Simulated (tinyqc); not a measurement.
Haynes-Shockley experiment: drift, diffusion and decay of a minority-carrier pulse: one step, computed by the program tinyqc. Command: `OMP_NUM_THREADS=1 python tinyqc.py 3114051 3114052 out.jsonl haynes walk`. One thread of a shared host (Intel(R) Xeon(R) Processor @ 2.30GHz), about 0.01 s of CPU time with the checks.

A thin sheet of excess carriers is made at x = 0, t = 0 in a long uniform bar; injection is low, so the pulse moves with the minority mobility.

Task: Transport coefficients. D = mu k_B T/e, v = mu F. Transit time d/v, diffusion length sqrt(D tau), drift length v tau, Peclet number v d/D = e F d/(k_B T).

Inputs (values chosen for the exercise, modelled on electrons in p-type germanium in a lightly doped bar):
```
quantity                     value         unit
minority mobility mu          3900   cm^2/(V s)
lifetime tau                    76  microsecond
temperature T                  300            K
field F                         29         V/cm
distance d to the collector   0.99           cm
```

Constants: k_B = 8.617333262e-05 eV/K.

Give: D; drift velocity v; transit time d/v; diffusion length; drift length v tau; Peclet number.

Result:

D = 100.8 cm^2/s

drift velocity v = 1.131e+05 cm/s

transit time d/v = 8.753 microsecond

diffusion length = 875.4 micrometre

drift length v tau = 8.5956 cm

Peclet number = 1111

The pulse must travel 0.115 drift lengths.
